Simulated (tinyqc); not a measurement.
What each parameter does: strain-driven crossing of the Gamma and L valleys in a germanium-like crystal alloyed with tin.

Biaxial loads: e0 is the in-plane strain e_par and the normal is free. (001): e_perp = -2 (C12/C11) e_par; exx = eyy = e_par, ezz = e_perp, no shear. (111): e_perp = -(2 C11 + 4 C12 - 4 C44)/(C11 + 2 C12 + 4 C44) e_par; exx = eyy = ezz = (2 e_par + e_perp)/3 and exy = eyz = ezx = (e_perp - e_par)/3. (110): e_perp = -(C11 + 3 C12 - 2 C44)/(C11 + C12 + 2 C44) e_par; exx = eyy = (e_par + e_perp)/2, ezz = e_par, exy = (e_perp - e_par)/2, eyz = ezx = 0. Uniaxial loads: a stress along n, scaled so that n.e.n = e0, with exx = s11 sxx + s12 (syy + szz), exy = s44 sxy/2, s11 = (C11 + C12)/((C11 - C12)(C11 + 2 C12)), s12 = -C12/((C11 - C12)(C11 + 2 C12)), s44 = 1/C44.

Edges from the unstrained valence top: Gamma at Eg + ac tr(e); an L valley with unit axis u at EgL + aL tr(e) + XuL (u.e.u - tr(e)/3), u along [111], [1-1-1], [-11-1], [-1-11]; valence edges are the levels of the 6 x 6 matrix of X, Y, Z times spin with -Dso/3 + l exx + m (eyy + ezz) on the diagonal (cyclic), n exy off it, l = av + 2 b, m = av - b, n = sqrt(3) d. Spin-orbit term (Dso/3) L.sigma on X, Y, Z with (L_k)_ij = -i epsilon_kij: <X+|H|Y+> = -i Dso/3, <X+|H|Z-> = Dso/3, <Y+|H|Z-> = -i Dso/3, <Z+|H|X-> = -Dso/3, <Z+|H|Y-> = i Dso/3, <X-|H|Y-> = i Dso/3, and their conjugates; + and - are the spin along z.

With tin the unstrained gaps become E(y) = (1 - y) E + y EgS - CS y (1 - y); all other values are kept.

Parameters, chosen for this exercise (near those of Ge, gaps at low temperature; the results hold for these values, not for the real material):
- Eg = 0.89 eV (gap at Gamma to the s-like level)
- EgL = 0.741 eV (gap to L)
- Dso = 0.292 eV (spin-orbit splitting)
- ac = -8.11 eV (conduction deformation potential)
- av = 1.23 eV (valence hydrostatic potential)
- b = -2.53 eV (tetragonal shear potential)
- d = -5.38 eV (trigonal shear potential)
- aL = -1.35 eV (hydrostatic potential of the L edge, Xd + Xu/3)
- XuL = 16.31 eV (uniaxial potential, L)
- y = 0.03 (tin fraction)
- EgS = (-0.393, 0.143) eV (Gamma and L gaps of the tin end)
- CS = (2.52, 0.97) eV (bowing of the Gamma and L gaps)
- C11 = 130 GPa
- C12 = 48.4 GPa
- C44 = 67.8 GPa
- load = biaxial (110) (kind of strain)
- e0 = 0.0085 (size of the strain)

Direct gap, Gamma minus the lowest L edge and the valence splitting.

One parameter was then changed.

Results before and after:
```
case     direct gap (eV)  Gamma - L (meV)  valence splitting (meV)
base              0.6104             60.7                     80.7
changed           0.6104             50.7                     80.7
```

Which of these changes was made? (a) C12 = 55.66 GPa; (b) aL = -1.5525 eV; (c) ac = -9.3265 eV; (d) XuL = 13.8635 eV; (e) b = -2.1505 eV; (f) C44 = 57.63 GPa; (g) e0 = 0.00723.

Answer: (d) XuL = 13.8635 eV. Of the candidates, run in turn, only this one gives the changed row.

All candidates:
```
case              direct gap (eV)  Gamma - L (meV)  valence splitting (meV)
base                       0.6104             60.7                     80.7
aL = -1.5525 eV            0.6104             63.4                     80.7
XuL = 13.8635 eV           0.6104             50.7                     80.7
e0 = 0.00723               0.6363             64.1                     67.8
b = -2.1505 eV             0.6119             60.7                     78.0
ac = -9.3265 eV            0.5943             44.6                     80.7
C44 = 57.63 GPa            0.6148             71.1                     86.7
C12 = 55.66 GPa            0.6129             66.7                     84.2
```

Run: tinyqc, `OMP_NUM_THREADS=1 python tinyqc.py 1080225 1080226 out.jsonl`; Intel(R) Xeon(R) Processor @ 2.30GHz, one thread, shared host; about 0.01 s of CPU time with all checks.
